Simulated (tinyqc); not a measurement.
Two-dimensional dopant profile at a mask edge: lateral junction, overlap and effective channel length: one step, computed by the program tinyqc. Command: `OMP_NUM_THREADS=1 python tinyqc.py 3020382 3020383 out.jsonl lateral walk`. One thread of a shared host (Intel(R) Xeon(R) Processor @ 2.30GHz), about 0.02 s of CPU time with the checks.

Ions enter for y < 0; the mask (spacer, then gate) covers y > 0. x is the depth. The surface reflects dopant during the anneal.

Question. Lateral junction at the surface. Widths s_x^2 = (vertical straggle)^2 + 2 D t, s_y^2 = (lateral straggle)^2 + 2 D t. C(x, y) = V(x) (1/2) erfc(y/(sqrt2 s_y)), V(x) = Q/(sqrt(2 pi) s_x) [exp(-(x - R_p)^2/(2 s_x^2)) + exp(-(x + R_p)^2/(2 s_x^2))]; 1 nm = 1e-7 cm. The lateral junction at depth x solves C = C_B: y_j(x) = sqrt2 s_y erfc^-1(2 C_B/V(x)). Overlap under the gate = y_j(0) - spacer; metallurgical channel L_met = L_g - 2 overlap (tails from the two sides are not added). Abruptness at y_j(0) in nm per decade = ln(10) s_y sqrt(pi/2) exp(u^2) erfc(u), u = y_j/(sqrt2 s_y). Overlap capacitance per width = 3.9 eps_0 overlap/t_ox (zero if there is no overlap).

Inputs (values chosen for the exercise, modelled on a source-drain extension in silicon):
```
quantity,value,unit
channel doping C_B,2.2e+17,1/cm^3
gate length L_g,98,nm
offset spacer,3.6,nm
oxide thickness,1.2,nm
```

s_y = 7.515983 nm

V at the surface = 3.508246e+19 1/cm^3

vertical junction x_j = 41.66910 nm

Constants: eps_0 = 8.8541878128e-12 F/m.

Give: lateral junction y_j(0); ratio y_j(0)/x_j; overlap; metallurgical channel L_met; lateral abruptness; overlap capacitance.

Answer.

lateral junction y_j(0) = 18.76 nm

ratio y_j(0)/x_j = 0.4503

overlap = 15.16 nm

metallurgical channel L_met = 67.67 nm

lateral abruptness = 6.138 nm/decade

overlap capacitance = 0.4364 fF/um

The two overlaps take 31 % of the gate length. Caution: the profile peaks below the surface, where the junction reaches further under the gate than y_j(0); the overlap given is the one at the surface.
